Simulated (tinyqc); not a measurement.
# Delay unit and parasitic delay from two ring oscillators

Inverse problem. A ring of 21 inverters oscillates at 1/(2 x 21 d), with stage delay d = tau (h + p) for fan-out h. Find tau, p and the delay at fan-out 4.

frequencies of 21-stage ring oscillators with fan-out 1 and 6 (GHz): [1.0908290, 0.40820758]

Solution. d is a straight line in h with slope tau and intercept tau p.

tau = 7.30 ps
p = 1.99
delay at fan-out 4 = 43.7 ps

Numbers from tinyqc (`OMP_NUM_THREADS=1 python tinyqc.py 2082002 2082003 out.jsonl`; about 0.01 s on one thread of a shared Intel Xeon 2.30GHz).
